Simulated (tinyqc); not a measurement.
# Changing the asymmetry L1

Model: regular and subregular solution with a miscibility gap. Computed by tinyqc, a small Python program. Command: `OMP_NUM_THREADS=1 python tinyqc.py 3026389 3026390 out.jsonl regsol sweep`. One thread of a shared host (Intel(R) Xeon(R) Processor @ 2.30GHz), about 0.01 s of CPU time with the checks.

Per mole of mixing sites: G(x) = x (1 - x) [L0 + L1 (1 - 2x)] + R T [x ln x + (1 - x) ln(1 - x)], x the fraction of B.

Inputs (values chosen for the exercise, for a model alloy):

| quantity | value | unit |
|---|---|---|
| interaction L0 | 33.5 | kJ/mol |
| size misfit eta = d ln a/dx | 0.014 | - |
| temperature T | 1825 | K |
| start value s0 | 0.01 | - |

Source of L0: given.

Constants: R = 8.314462618 J/(mol K).

Method:
- L0 and eta are given.
- The spinodal is G'' = 0, R T_s(x) = x (1 - x) [2 L0 + 6 L1 (1 - 2x)]; the critical point is its maximum.
- G' = L0 (1 - 2x) + L1 (1 - 6x + 6x^2) + R T ln[x/(1 - x)]; G'' = -2 L0 - 6 L1 (1 - 2x) + R T/[x (1 - x)].
- Common tangent: F1 = G'(x1) - G'(x2) = 0 and F2 = [G - x G'](x1) - [G - x G'](x2) = 0. Newton step: J = [[G''(x1), -G''(x2)], [-x1 G''(x1), x2 G''(x2)]], J dx = -F; a step that would leave 0 < x < 1 is halved until it stays inside. The start is x1 = s0, x2 = 1 - s0.
- Stop when the step is below 1e-12, or when x1 and x2 meet within 1e-5; residuals under 1e-7 are shown as 0.

One run for each value:

| asymmetry L1 (kJ/mol) | critical composition x_c | critical temperature T_c (K) | solubility limit x1 | solubility limit x2 |
|---|---|---|---|---|
| -4.00 | 0.5823 | 2076 | 0.2897 | 0.8333 |
| -2.40 | 0.5520 | 2037 | 0.2774 | 0.8017 |
| -0.75 | 0.5167 | 2017 | 0.2567 | 0.7691 |
| 0.88 | 0.4804 | 2018 | 0.2285 | 0.7414 |
| 2.50 | 0.4460 | 2039 | 0.1962 | 0.7216 |
| 4.10 | 0.4160 | 2078 | 0.1648 | 0.7097 |
| 5.80 | 0.3893 | 2136 | 0.1352 | 0.7033 |
| 7.40 | 0.3686 | 2202 | 0.1118 | 0.7010 |
| 9.00 | 0.3517 | 2277 | 0.0927 | 0.7007 |

Over the rows, critical composition x_c falls from 0.582 to 0.352; critical temperature T_c (K) goes from 2080 through a minimum among these rows, 2020 at -0.750, to 2280; solubility limit x1 falls from 0.290 to 0.0927. B in A costs L0 + L1 and A in B costs L0 - L1 at infinite dilution, so raising L1 lowers x1 and lets more A into B.

Caution (all rows): a real alloy may melt or decompose below this critical temperature.

Extremes, crossings and ranges named in words are read from the listed rows.
